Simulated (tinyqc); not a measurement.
# Bias-temperature instability, empirical power law with universal recovery: what changes with what

Threshold-voltage shift at the end of a stress: dV = A (V/V0)^g exp[-(Ea q/kB)(1/T - 1/T0)] (t/1 s)^n. After a delay tr the permanent share pp stays and the rest falls by r = 1/(1 + B (tr/t)^be). An empirical model: its parameters are fits, not properties.

Values chosen for this exercise:
- V0 = 1.9 V (reference stress voltage)
- T0 = 373 K (reference temperature)
- A = 19 mV (shift after 1 s at V0 and T0)
- n = 0.25 (time exponent)
- g = 5.2 (voltage exponent)
- Ea = 0.13 eV (apparent activation energy of the shift)
- pp = 0.36 (permanent share)
- B = 4.1 (recovery scale)
- be = 0.19 (recovery dispersion)
- ts = 100 s (stress time)

Constants: q = 1.602176634e-19 C, kB = 1.380649e-23 J/K. Results are converted to the units shown.

Each table varies one quantity; the others keep the values above.

## Recovery after a stress

At V0 and T0 after the stress time ts.

Recovery after a stress:
```
tr (s),tr/ts,share left,shift (mV)
0.00013,1.3000e-6,0.84773,50.934
0.0017,1.7000e-5,0.78417,47.116
0.022,2.2000e-4,0.71018,42.670
0.29,0.0029000,0.63223,37.986
3.8,0.038000,0.55984,33.637
49,0.49000,0.49973,30.025
640,6.4000,0.45365,27.257
8300,83.000,0.42099,25.295
```

What does the comparison show?

The shift falls from 50.9 to 25.3 mV over 7.8 decades of time, towards the permanent 21.6 mV. Half of the recoverable part is gone at tr/ts = B^(-1/be) = 5.95e-4.

## Effect of the measurement delay

Same model as above.

At V0 and T0. The apparent n comes from the measured shifts at ts/100 and ts, and the projection extends that line from ts to ten years (3.15576e8 s).

The same in every row: true shift (mV) = 2532.

Result of one run:
```
tr (s),share left at ts,apparent n,projected shift (mV)
0.001,0.7983,0.2899,3675
```

What becomes of these results when the delay before the measurement tr is changed from 0.001 to 1e-6 s, all else the same?

Result of the changed run:
```
tr (s),share left at ts,apparent n,projected shift (mV)
1e-6,0.9295,0.2685,3106
```

The whole series:
```
tr (s),share left at ts,apparent n,projected shift (mV)
1e-6,0.9295,0.2685,3106
1e-5,0.8970,0.2753,3317
0.0001,0.8534,0.2828,3532
0.001,0.7983,0.2899,3675
0.01,0.7337,0.2951,3647
0.1,0.6643,0.2968,3388
1,0.5962,0.2946,2944
10,0.5355,0.2892,2437
```

The share left falls from 0.929 to 0.535 and the apparent n goes from 0.269 through a maximum of 0.297 (at tr = 0.1 s among the rows listed) to 0.289. The projection is 23 % above the true ten-year shift in the first row and 3.8 % below it in the last: a lower start and a steeper slope work against each other.

Program tinyqc, `OMP_NUM_THREADS=1 python tinyqc.py 2070119 2070120 out.jsonl`; Intel Xeon 2.30GHz, shared host, one thread, about 0.01 s.
